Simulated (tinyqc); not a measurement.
Ion-assisted plasma etching: sheath, surface coverage, synergy and aspect-ratio dependence. From one set of inputs to another, one input at a time. Computed by tinyqc, a small Python program. Command: `OMP_NUM_THREADS=1 python tinyqc.py 3031535 3031536 out.jsonl etch ladder`. One thread of a shared host (Intel(R) Xeon(R) Processor @ 2.30GHz), about 0.01 s of CPU time with the checks.

Radicals adsorb on bare sites; ions remove covered sites with a high yield and bare sites by sputtering; a slow spontaneous reaction acts everywhere, walls included.

The inputs printed are set A. Set A is close to those used for silicon dioxide in a fluorocarbon plasma; the values taken over come from a set close to those used for silicon in a halogen plasma. Inputs not listed in the table keep their values of set A, so the rows need not describe a real material.

Inputs (values chosen for the exercise, close to those used for silicon dioxide in a fluorocarbon plasma):

| quantity | value | unit |
|---|---|---|
| plasma density n_e | 3.5e+11 | 1/cm^3 |
| electron temperature T_e | 2.7 | eV |
| ion mass M_i | 50 | u |
| sheath voltage V | 190 | V |
| radical density n | 2.1e+12 | 1/cm^3 |
| radical mass M_n | 50 | u |
| gas temperature T_g | 300 | K |
| sticking coefficient s | 0.23 | - |
| radicals per removed unit x | 4 | - |
| yield slope b | 0.31 | eV^(-1/2) |
| threshold E_th | 23 | eV |
| sputter slope b_p | 0.017 | eV^(-1/2) |
| sputter threshold E_p | 31 | eV |
| spontaneous reaction probability k_c | 3.5e-05 | - |
| solid density N | 2.2e+22 | 1/cm^3 |
| ion temperature T_i | 0.53 | eV |

Feature: long trench.

Constants: e = 1.602176634e-19 C; u = 1.6605390666e-27 kg; k_B = 1.380649e-23 J/K; eps_0 = 8.8541878128e-12 F/m.

Method:
- Bohm speed u_B = sqrt(e T_e/M_i); ion flux G_i = 0.61 n_e u_B; radical flux G_n = n c/4 with c = sqrt(8 k_B T_g/(pi M_n)).
- Debye length lambda_D = sqrt(eps_0 T_e/(e n_s)) with n_s = 0.61 n_e, T_e in volts; Child-law sheath d = (sqrt2/3) lambda_D (2 V/T_e)^(3/4); ion energy E = V + T_e/2; angular spread = arctan(sqrt(T_i/E)).
- Yields: Y = b (sqrt(E) - sqrt(E_th)) on covered sites, Y_p = b_p (sqrt(E) - sqrt(E_p)) on bare ones (zero below threshold).
- Steady coverage: s G_n (1 - theta) = x Y G_i theta; removal flux = Y G_i theta + Y_p G_i (1 - theta) + k_c G_n; rate = flux/N, 1 cm/s = 6e8 nm/min.
- Lateral rate = k_c G_n/N; anisotropy = 1 - lateral/vertical; synergy = vertical/(ions alone + radicals alone), with ions alone Y_p G_i/N and radicals alone the lateral rate.

Each row keeps all changes above it:

| input moved | from | to | coverage theta | anisotropy | sheath thickness (um) |
|---|---|---|---|---|---|
| set A | - | - | 0.00782 | 0.99992 | 509.2 |
| radical density n (1/cm^3) | 2.1e+12 | 5.3e+13 | 0.16590 | 0.99942 | 509.2 |
| plasma density n_e (1/cm^3) | 3.5e+11 | 6600000000 | 0.91340 | 0.99305 | 3708.3 |
| yield slope b (eV^(-1/2)) | 0.31 | 0.081 | 0.97583 | 0.97555 | 3708.3 |
| electron temperature T_e (eV) | 2.7 | 3.6 | 0.97214 | 0.97873 | 3450.9 |
| spontaneous reaction probability k_c | 3.5e-05 | 7.7e-05 | 0.97214 | 0.95437 | 3450.9 |
| ion mass M_i (u) | 50 | 35.5 | 0.96711 | 0.96112 | 3450.9 |
| sheath voltage V (V) | 190 | 600 | 0.93098 | 0.98124 | 8175.0 |

Where does the difference come from?

Coverage theta goes from 0.00782 to 0.931, a factor 119 in all. The largest single move comes from radical density n (a factor 21.2). Anisotropy goes from 1.000 to 0.981, a factor 0.9813 in all. The largest single move comes from spontaneous reaction probability k_c (a factor 0.9751), and sheath voltage V works against it (a factor 1.021). Sheath thickness goes from 509 to 8170, a factor 16.1 in all. The largest single move comes from plasma density n_e (a factor 7.28). The single moves hold for this order of the switches; the total does not depend on the order.

Caution (rows plasma density n_e, yield slope b, electron temperature T_e, spontaneous reaction probability k_c, ion mass M_i, sheath voltage V): a sheath of several millimetres is collisional at usual pressures, which lowers the ion energy and widens the angles.

Extremes, crossings and ranges named in words are read from the listed rows.
